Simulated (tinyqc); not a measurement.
Worked calculation: lattice vibrations of a chain. One step of it, computed by the program tinyqc.

Problem. Frequencies. omega^2 are the eigenvalues; wavenumber = 521.4708 sqrt(eigenvalue) 1/cm.

D(q) (eV/(angstrom^2 u)):
```
                     1                    2
1            12.628571  -0.012515+1.020565i
2  -0.012515-1.020565i             0.445116
```

Give: eigenvalues; wavenumbers; weights |e|^2 of the mass-weighted modes.

Solution.

eigenvalues: 0.360  12.713

wavenumbers (1/cm): 313.0  1859.4

weights |e|^2 of the mass-weighted modes:
```
        mode 1  mode 2
atom 1   0.007   0.993
atom 2   0.993   0.007
```
